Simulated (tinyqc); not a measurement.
## Short-channel transistor, virtual-source model with series resistance: effect of the threshold at zero drain voltage on the on and off currents

The current per gate width is the charge at the top of the source barrier (the virtual source) times its velocity times a saturation function; al and be are fitting constants of the model. Units: I in uA/um, Rs in ohm um, so I Rs = 1e-6 I Rs in volts; Q in uC/cm^2, so I = 1e-4 Q vx0 Fsat with vx0 in cm/s.

Intrinsic voltages Vg' = Vgs - I Rs, Vd' = Vds - 2 I Rs. n = n0 + nd Vd', VT = VT0 - dl Vd', Ff = 1/(1 + exp((Vg' - VT + al Vt/2)/(al Vt))), Q = Cinv n Vt ln(1 + exp((Vg' - VT + al Vt Ff)/(n Vt))), Vdsat = (vx0 L/mu)(1 - Ff) + Vt Ff, Fsat = u/(1 + u^be)^(1/be) with u = Vd'/Vdsat, and I = Q vx0 Fsat per width. I is solved self-consistently. Ion is I at Vgs = Vds = 0.7 V, Ioff at Vgs = 0, Vds = 0.7 V, and Rlin = Vds/I at Vgs = 0.7 V, Vds = 0.05 V.

Values chosen for this exercise:
- T = 300 K (temperature)
- Cinv = 3.05 uF/cm^2 (inversion capacitance)
- vx0 = 3.65e7 cm/s (velocity at the virtual source)
- mu = 140 cm^2/(V s) (apparent mobility)
- L = 25 nm (channel length)
- dl = 0.074 V/V (drain-induced barrier lowering)
- n0 = 1.44 (subthreshold factor)
- nd = 0.1 1/V (growth of n with drain voltage)
- al = 3.5 (threshold shift (in units of Vt) from weak to strong inversion)
- be = 1.4 (sharpness of saturation)
- Rs = 150 ohm um (series resistance of each contact)

Constants: q = 1.602176634e-19 C, kB = 1.380649e-23 J/K, Vt = kB T/q. Results are converted to the units shown.

Results:
```
VT0 (V)  Ion (uA/um)  Ioff (nA/um)  log10(Ion/Ioff)  Rlin (ohm um)
0.15            1415       8.834e4            1.204          410.0
0.2             1345       4.178e4            1.508          421.2
0.25            1269       1.660e4            1.883          434.7
0.3             1186          5723            2.316          451.3
0.35            1097          1798            2.785          472.2
0.45           899.7         154.5            3.765          534.2
0.5            793.3         43.89            4.257          581.7
```

Estimate the missing row, VT0 = 0.4 V.

Computed row:
```
VT0 (V)  Ion (uA/um)  Ioff (nA/um)  log10(Ion/Ioff)  Rlin (ohm um)
0.4             1001         535.0            3.272          499.0
```

With this row back in the table: As VT0 goes from 0.15 to 0.5 V, Ion falls from 1410 to 793 uA/um, Ioff falls from 88300 to 43.9 nA/um and Rlin rises from 410 to 582 ohm um. Ion changes by a factor of 0.561 and Ioff by 4.97e-4. The off current depends on it through an exponential, the on current about linearly. For VT0 = 0.15 to 0.35 V the off current passes 1 uA/um, so the device is hardly off at Vgs = 0.

Numbers from tinyqc (`OMP_NUM_THREADS=1 python tinyqc.py 2380135 2380136 out.jsonl`; about 0.02 s on one thread of a shared Intel Xeon 2.30GHz).
